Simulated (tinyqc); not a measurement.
Inside a calculation. Method: MP2 on RHF in the 6-31g basis, for H3+, spin multiplicity 1. One step of it, computed by the program tinyqc.

Question. Second-order Moller-Plesset energy. E2 = sum_ijab (ia|jb) [2 (ia|jb) - (ib|ja)] / (e_i + e_j - e_a - e_b) over occupied i, j and virtual a, b; the opposite-spin part is (ia|jb)^2 / denominator, the rest is same-spin, and SCS-MP2 scales them by 6/5 and 1/3.

orbital energies (hartree): MO1 -0.986325, MO2 -0.258200, MO3 -0.258182, MO4 0.616339, MO5 0.654184, MO6 0.654202

Two-electron integrals over orbitals (pq|rs), unique and non-zero (hartree):
```
(11|11) 0.521933    (21|11) -0.000005   (21|21) 0.107649    (22|11) 0.438019
(22|21) 0.058411    (22|22) 0.438582    (31|31) 0.107647    (32|31) -0.058408
(32|32) 0.043115    (33|11) 0.438019    (33|21) -0.058411   (33|22) 0.352341
(33|33) 0.438575    (41|11) 0.097212    (41|21) -0.000007   (41|22) 0.064934
(41|33) 0.064938    (41|41) 0.058276    (42|11) -0.000011   (42|21) 0.021394
(42|22) 0.013518    (42|33) -0.013530   (42|41) -0.000009   (42|42) 0.035518
(43|31) 0.021396    (43|32) -0.013525   (43|43) 0.035525    (44|11) 0.435833
(44|21) -0.000020   (44|22) 0.383259    (44|33) 0.383276    (44|41) 0.071337
(44|42) -0.000012   (44|44) 0.392742    (51|11) -4.35e-06   (51|21) -0.062159
(51|22) -0.037021   (51|33) 0.037010    (51|41) 2.40e-06    (51|42) -0.042875
(51|44) 0.000007    (51|51) 0.068084    (52|11) -0.118710   (52|21) -0.039397
(52|22) -0.098577   (52|33) -0.061255   (52|41) -0.060413   (52|42) -0.024253
(52|44) -0.087862   (52|51) 0.039066    (52|52) 0.095421    (53|31) 0.039390
(53|32) -0.018655   (53|43) 0.024255    (53|53) 0.027605    (54|11) 0.000006
(54|21) -0.103766   (54|22) -0.058519   (54|33) 0.058520    (54|41) 0.000008
(54|42) -0.029719   (54|44) 0.000022    (54|51) 0.071301    (54|52) 0.044541
(54|54) 0.116896    (55|11) 0.467822    (55|21) 0.073599    (55|22) 0.453507
(55|33) 0.361222    (55|41) 0.096233    (55|42) 0.030457    (55|44) 0.413812
(55|51) -0.059967   (55|52) -0.143550   (55|54) -0.083773   (55|55) 0.516510
(61|31) -0.062160   (61|32) 0.037016    (61|43) -0.042880   (61|53) -0.039053
(61|61) 0.068088    (62|31) 0.039396    (62|32) -0.018659   (62|43) 0.024259
(62|53) 0.026001    (62|61) -0.039059   (62|62) 0.027612    (63|11) -0.118712
(63|21) 0.039396    (63|22) -0.061258   (63|33) -0.098572   (63|41) -0.060420
(63|42) 0.024261    (63|44) -0.087877   (63|51) -0.039053   (63|52) 0.041798
(63|54) -0.044541   (63|55) -0.077044   (63|63) 0.095416    (64|31) -0.103776
(64|32) 0.058525    (64|43) -0.029728   (64|53) -0.044539   (64|61) 0.071314
(64|62) -0.044546   (64|64) 0.116923    (65|31) -0.073571   (65|32) 0.046123
(65|43) -0.030460   (65|53) -0.033234   (65|61) 0.059943    (65|62) -0.033240
(65|64) 0.083754    (65|65) 0.066552    (66|11) 0.467833    (66|21) -0.073586
(66|22) 0.361237    (66|33) 0.453497    (66|41) 0.096247    (66|42) -0.030470
(66|44) 0.413846    (66|51) 0.059942    (66|52) -0.077052   (66|54) 0.083759
(66|55) 0.383332    (66|63) -0.143543   (66|66) 0.516494
```

Hartree-Fock energy = -1.20603654 hartree

Give: Terms; Pair energies; MP2 correlation energy; SCS-MP2 correlation energy; MP2 total energy.

Answer.

Terms:
```
i  j  a  b    (ia|jb)    (ib|ja)  denominator       term
1  1  2  2     0.1076     0.1076      -1.4562    -0.0080
1  1  3  3     0.1076     0.1076      -1.4563    -0.0080
1  1  3  6    -0.0622    -0.0622      -2.3687    -0.0016
1  1  6  3    -0.0622    -0.0622      -2.3687    -0.0016
1  1  2  5    -0.0622    -0.0622      -2.3686    -0.0016
1  1  5  2    -0.0622    -0.0622      -2.3686    -0.0016
1  1  6  6     0.0681     0.0681      -3.2811    -0.0014
1  1  5  5     0.0681     0.0681      -3.2810    -0.0014
1  1  4  4     0.0583     0.0583      -3.2053    -0.0011
1  1  2  4  -6.59e-06  -6.59e-06      -2.3308  -1.86e-11
1  1  4  2  -6.59e-06  -6.59e-06      -2.3308  -1.86e-11
1  1  4  5   2.40e-06   2.40e-06      -3.2432          0
1  1  5  4   2.40e-06   2.40e-06      -3.2432          0
```

Pair energies (hartree; pair i-j sums ij and ji):
```
pair  opposite spin  same spin
1-1         -0.0263          0
```

MP2 correlation energy = -0.026325 hartree

SCS-MP2 correlation energy = -0.031590 hartree

MP2 total energy = -1.232361 hartree
